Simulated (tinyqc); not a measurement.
On-chip power grid, static voltage drop by conjugate gradients: two steps of the calculation.

A grid of 4 rows and 4 columns, node k = 4 row + column. Neighbours in a row are joined by Rx, in a column by Ry; pad nodes, which reach the supply through Rp: 0, 15. Each node draws I0, node 14 draws kh I0. The drops u = Vdd - V solve G u = i, with G the conductance matrix (1/Rp added on the diagonal at pad nodes).

Inputs (values chosen for the exercise):
- Rx = 0.52 ohm (resistance of a horizontal segment)
- Ry = 0.18 ohm (resistance of a vertical segment)
- Rp = 0.44 ohm (resistance from a pad node to the supply)
- I0 = 4.5 mA (load current of an ordinary node)
- kh = 5 (factor on the load at the hot node)

Question 1. Diagonal of G, loads and first direction. G_kk = sum of the conductances at node k. Start u = 0, so the residual is r = i; z = r/G_kk (Jacobi preconditioner), p = z.

Wanted: G_kk; r at the start; p at the start.

Answer 1.

G_kk (S):
```
,col 0,col 1,col 2,col 3
row 0,9.751,9.402,9.402,7.479
row 1,13.03,14.96,14.96,13.03
row 2,13.03,14.96,14.96,13.03
row 3,7.479,9.402,9.402,9.751
```

r at the start (mA):
```
,col 0,col 1,col 2,col 3
row 0,4.500,4.500,4.500,4.500
row 1,4.500,4.500,4.500,4.500
row 2,4.500,4.500,4.500,4.500
row 3,4.500,4.500,22.50,4.500
```

p at the start (mV):
```
,col 0,col 1,col 2,col 3
row 0,0.4615,0.4786,0.4786,0.6017
row 1,0.3452,0.3009,0.3009,0.3452
row 2,0.3452,0.3009,0.3009,0.3452
row 3,0.6017,0.4786,2.393,0.4615
```

Question 2. Conjugate-gradient step. q = G p; with z = r/G_kk: a = (r.z)/(p.q); u(new) = u + a p; r(new) = r - a q; b = (r.z)(new)/(r.z); p(new) = z(new) + b p.

u after iteration 2 (mV):
```
,col 0,col 1,col 2,col 3
row 0,3.621750,4.216555,4.410188,4.722385
row 1,3.860233,3.595288,3.595288,4.263724
row 2,4.263724,3.595288,8.395474,3.860233
row 3,4.722385,7.053647,11.090458,6.170423
```

r after iteration 2 (mA):
```
,col 0,col 1,col 2,col 3
row 0,-1.262482,0.277032,0.200786,1.351501
row 1,4.907192,8.460993,36.980371,3.521055
row 2,3.521055,34.229682,-25.148302,28.297614
row 3,6.435076,-11.433200,-9.696840,-12.896469
```

p after iteration 2 (mV):
```
,col 0,col 1,col 2,col 3
row 0,2.0720940,2.6874848,2.8370133,3.0513222
row 1,2.9603243,3.0056688,4.9123929,3.1824628
row 2,3.1824628,4.7284897,4.6665179,4.7548682
row 3,3.7310687,3.7516418,4.1238745,2.9539270
```

Give: q; a; u after iteration 3; r after iteration 3; b; p after iteration 3.

Answer 2.

q (mA):
```
,col 0,col 1,col 2,col 3
row 0,-1.41,-0.87,-11.65,-0.32
row 1,3.61,-11.38,19.89,-11.33
row 2,-4.79,18.09,1.36,18.91
row 3,3.01,-6.10,-0.05,-5.54
```

a = 2.398

u after iteration 3 (mV):
```
,col 0,col 1,col 2,col 3
row 0,8.59,10.66,11.21,12.04
row 1,10.96,10.80,15.38,11.90
row 2,11.90,14.94,19.59,15.26
row 3,13.67,16.05,20.98,13.25
```

r after iteration 3 (mA):
```
,col 0,col 1,col 2,col 3
row 0,2.12,2.37,28.15,2.11
row 1,-3.76,35.76,-10.72,30.70
row 2,15.00,-9.16,-28.41,-17.06
row 3,-0.78,3.20,-9.58,0.39
```

b = 1.102

p after iteration 3 (mV):
```
,col 0,col 1,col 2,col 3
row 0,2.501,3.215,6.122,3.646
row 1,2.975,5.705,4.699,5.864
row 2,4.660,4.601,3.245,3.934
row 3,4.009,4.477,3.528,3.297
```

Program tinyqc, `OMP_NUM_THREADS=1 python tinyqc.py 2770214 2770215 out.jsonl`; Intel Xeon 2.30GHz, shared host, one thread, about 0.2 s.
